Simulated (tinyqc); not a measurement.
Thermal boundary conductance by the acoustic and diffuse mismatch models: one step, computed by the program tinyqc.

Each side has one longitudinal and two transverse Debye branches, omega = v q up to q_D = (6 pi^2 n)^(1/3), with n counting all atoms. Scattering at the interface is elastic. Electrons are left out of G, also for metals. Melting is ignored. G refers to the temperatures of the phonons sent towards the interface. Linear branches over all atoms overstate G at high T, most for crystals with several atoms a cell.

Task: Cut-off frequencies and impedances. omega_c = v q_D for each branch, given as hbar omega_c/k_B; impedance Z = rho v.

Inputs (values chosen for the exercise, modelled on titanium nitride (side 1) and silicon (side 2)):
```
quantity,value,unit
density rho_1,5.38,g/cm^3
longitudinal velocity vL_1,10400,m/s
transverse velocity vT_1,6350,m/s
atom density n_1,103,1/nm^3
density rho_2,2.33,g/cm^3
longitudinal velocity vL_2,9100,m/s
transverse velocity vT_2,5340,m/s
atom density n_2,50.6,1/nm^3
```

Structure: superlattice.

Constants: hbar = 1.054571817e-34 J s; k_B = 1.380649e-23 J/K.

Give: Branches.

Result:

Branches:
```
branch,v (m/s),cut-off (K),Z (1e6 kg/(m^2 s))
"L, side 1",10400,1451.4,55.9520
"T, side 1",6350,886.2,34.1630
"L, side 2",9100,1002.1,21.2030
"T, side 2",5340,588.0,12.4422
```
